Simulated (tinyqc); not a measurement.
Isothermal kinetics: hydrogen passivation and dissociation of interface defects with a spread of activation energies. Computed by tinyqc, a small Python program. Command: `OMP_NUM_THREADS=1 python tinyqc.py 3010271 3010272 out.jsonl passivation walk`. One thread of a shared host (Intel(R) Xeon(R) Processor @ 2.30GHz), about 0.01 s of CPU time with the checks.

Active defects P react as P + H2 -> HP + H and HP -> P + H; released atomic hydrogen is removed. All defects start active. Activation energies are normally distributed, independently for the two reactions.

Inputs (values chosen for the exercise, for a model interface):
```
quantity                        value    unit
mean passivation energy E_f      1.62      eV
spread s_f                      0.087      eV
prefactor k_f0                2.2e-08  cm^3/s
mean dissociation energy E_d     2.93      eV
spread s_d                      0.067      eV
prefactor k_d0                4.7e+12     1/s
dissolved hydrogen [H2]       2.7e+17   cm^-3
anneal temperature T              710       K
anneal time t                     450       s
```

Ambient: hydrogen.

Constants: k_B = 8.617333262e-05 eV/K.

Method:
- a = k_f0 [H2] exp(-E_f/k_B T), b = k_d0 exp(-E_d/k_B T); the active share of one kind of site is b/(a + b) + (a/(a + b)) exp(-(a + b) t).
- Full average: z from -5 to 5 in steps of 0.125 with normalised weights exp(-z^2/2), energy = mean + spread x z, over both energies.
- Times are decades about 1/(a + b) of the mean site. The last column is the part of the change still to come; rows stop once it is below 1e-5.

dissociation rate b = 7.48411e-09 1/s

passivation rate a = 0.0188180 1/s

Against time:
```
t (s)  active share, single energy  active share, spread  unreacted part
0.05                    9.9906e-01            9.9744e-01      9.9744e-01
0.5                     9.9064e-01            9.7608e-01      9.7608e-01
5                       9.1020e-01            8.3248e-01      8.3248e-01
50                      3.9028e-01            4.0826e-01      4.0826e-01
500                     8.2379e-05            6.0224e-02      6.0222e-02
5000                    3.9771e-07            1.5866e-03      1.5847e-03
```

What does the comparison show, and why?

A single energy finishes within about two decades of time. With the spread the unreacted part is 0.98 at 0.5 s and still 0.060 at 500 s, where one energy leaves 8.2e-5: a width of s/k_B T = 1.42 in ln(rate) stretches the decay markedly.
